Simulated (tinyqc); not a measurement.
Elastic trap-assisted tunnelling through a dielectric: one step of the calculation.

Emitter at x = 0 (Fermi level 0), collector at x = t (Fermi level -V), band edge U(x) = phi - F x, F = V/t. A trap at x has the energy E = U(x) - Et. With G(u) = (4/(3 F)) sqrt(mo/C) max(u, 0)^1.5, C = hbar^2/(2 m0): S1 = G(phi - E) - G(Et), S2 = G(Et) - G(phi - V - E), T1,2 = exp(-S1,2). The steady rate through one trap is nu T1 T2 (f1 - f2)/(T1 + T2), f1 = f(E), f2 = f(E + V), f(y) = 1/(1 + exp(y/Vt)); both contacts offer states at E.

Question. Rate through a trap near the best position. n equally spaced x from xa to xb, where nearly all of the current flows; J = q Nt times the integral of the rate, by Simpson's rule.

Values chosen for this exercise; dielectric values close to those of aluminium oxide: temperature T = 350 K; barrier above the emitter Fermi level phi = 2.63 eV; tunnelling mass mo = 0.39 m0; thickness t = 7 nm; trap depth below the band edge of the dielectric Et = 2.14 eV; trap density Nt = 4.8e17 cm^-3; attempt frequency nu = 1e13 1/s; points of the grid n = 9; voltage V = 2.01 V; left end of the grid xa = 2.39 nm; right end of the grid xb = 3.67 nm.

Constants: q = 1.602176634e-19 C, kB = 1.380649e-23 J/K, hbar = 1.054571817e-34 J s, m0 = 9.1093837015e-31 kg, Vt = kB T/q, hbar^2/(2 m0) = 0.0380998212 eV nm^2. Results are converted to the units shown.

Find: x; E; S1; S2; f1 - f2; rate; J.

Answer.

x, point 0 to 8 (nm): [2.3900, 2.5500, 2.7100, 2.8700, 3.0300, 3.1900, 3.3500, 3.5100, 3.6700]
E, point 0 to 8 (eV): [-0.19627, -0.24221, -0.28816, -0.33410, -0.38004, -0.42599, -0.47193, -0.51787, -0.56381]
S1, point 0 to 8: [24.080, 25.808, 27.550, 29.306, 31.075, 32.858, 34.655, 36.465, 38.288]
S2, point 0 to 8: [35.552, 34.614, 33.651, 32.663, 31.651, 30.616, 29.557, 28.476, 27.373]
f1 - f2, point 0 to 8: [0.99851, 0.99967, 0.99993, 0.99998, 1.0000, 1.0000, 1.0000, 1.0000, 1.0000]
rate, point 0 to 8 (1/s): [0.0036243, 0.0092681, 0.024239, 0.063050, 0.11490, 0.048530, 0.0088511, 0.0014571, 2.3544e-4]
J = 3.2364e-10 A/cm^2

Range of the model: Phonon-assisted (inelastic) capture, chains of traps and a spread of trap depths are left out.

Computed by the program tinyqc: `OMP_NUM_THREADS=1 python tinyqc.py 2370140 2370141 out.jsonl`, one thread of a shared Intel Xeon 2.30GHz, about 0.04 s for the whole run.
